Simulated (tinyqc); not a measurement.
The weight eta from points of equal mobility.

Question. If the mobility depends on E = q (Ndep + eta Ns)/(eps0 eps_r) alone, two points of equal mobility on its falling branch have equal E. Find eta and E.

Inputs (values chosen for the exercise):
- eps_r = 11.8 (relative permittivity of the semiconductor)

Constants: q = 1.602176634e-19 C, eps0 = 8.8541878128e-14 F/cm where lengths are in cm. Results are converted to the units shown.

Ndep at two body biases (cm^-2): 1.3495281e12  2.2251630e12
Ns at which the mobility is the same (cm^-2): 7.4e12  5.1547823e12

Answer. eta is the ratio of the differences of Ndep and Ns.

eta = 0.390
E = 0.650 MV/cm

Computed by the program tinyqc: `OMP_NUM_THREADS=1 python tinyqc.py 2510037 2510038 out.jsonl`, one thread of a shared Intel Xeon 2.30GHz, about 0.01 s for the whole run.
